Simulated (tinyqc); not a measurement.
# Changing the pressure P

Model: Born-Mayer model of an ionic crystal AB. Computed by tinyqc, a small Python program. Command: `OMP_NUM_THREADS=1 python tinyqc.py 3018436 3018437 out.jsonl bornmayer sweep`. One thread of a shared host (Intel(R) Xeon(R) Processor @ 2.30GHz), about 0.02 s of CPU time with the checks.

Energies are per ion pair and r is the nearest distance of unlike ions.

Inputs (values chosen for the exercise, for a model salt):

| quantity | value | unit |
|---|---|---|
| ionic charge z | 1 | - |
| unlike repulsion lambda | 859 | eV |
| range rho | 0.304 | angstrom |
| like repulsion lambda2 | 517 | eV |
| dispersion C between like ions | 14 | eV angstrom^6 |

Structure: zinc blende. Short range: with like-ion terms.

Constants: e^2/(4 pi eps_0) = 14.39964548 eV angstrom; 1 eV/angstrom^3 = 160.2176634 GPa.

Method:
- Madelung constant M, unlike neighbours z1, like neighbours z2 at f r, volume per pair: rock salt 1.747565, 6, 12, sqrt2, 2 r^3; caesium chloride 1.762675, 8, 6, 2/sqrt3, 8 r^3/(3 sqrt3); zinc blende 1.638055, 4, 12, sqrt(8/3), 16 r^3/(3 sqrt3).
- U(r) = -M z^2 e^2/(4 pi eps_0 r) + z1 lambda exp(-r/rho) + z2 [lambda2 exp(-f r/rho) - C/(f r)^6] (one mean like-ion term for both sublattices).
- With the volume written as c r^3, under pressure take the root at the minimum of the enthalpy and solve U'(r) + 3 c r^2 P = 0; H = U + P V; B = (U'' - 2 U'/r)/(9 c r).

One run for each value:

| pressure P (GPa) | volume at P (angstrom^3) | bulk modulus at P (GPa) | enthalpy at P (eV per pair) | distance at P (angstrom) |
|---|---|---|---|---|
| 0 | 43.006 | 24.51 | -8.5786 | 2.4082 |
| 2 | 40.088 | 32.70 | -8.0610 | 2.3525 |
| 5 | 37.061 | 44.16 | -7.3405 | 2.2917 |
| 20 | 29.635 | 95.32 | -4.2751 | 2.1271 |
| 30 | 27.069 | 126.77 | -2.5106 | 2.0639 |
| 50 | 23.793 | 186.55 | 0.6465 | 1.9770 |
| 80 | 20.845 | 271.66 | 4.8022 | 1.8917 |

Give the missing row, pressure P (GPa) = 10.

Computed row; columns: (1) pressure P (GPa); (2) volume at P (angstrom^3); (3) bulk modulus at P (GPa); (4) enthalpy at P (eV per pair); (5) distance at P (angstrom):
```
(1)     (2)    (3)      (4)     (5)
10   33.706  62.04  -6.2401  2.2204
```

Interpolating between the two neighbouring rows (linearly) misses most in volume at P (angstrom^3), by 2.6 %. Over the rows, volume at P (angstrom^3) falls from 43.0 to 20.8; bulk modulus at P (GPa) rises from 24.5 to 272; enthalpy at P (eV per pair) rises from -8.58 to 4.80. dB/dP is 4.09 between the first rows and 2.84 between the last; dH/dP equals the volume.

Extremes, crossings and ranges named in words are read from the listed rows.
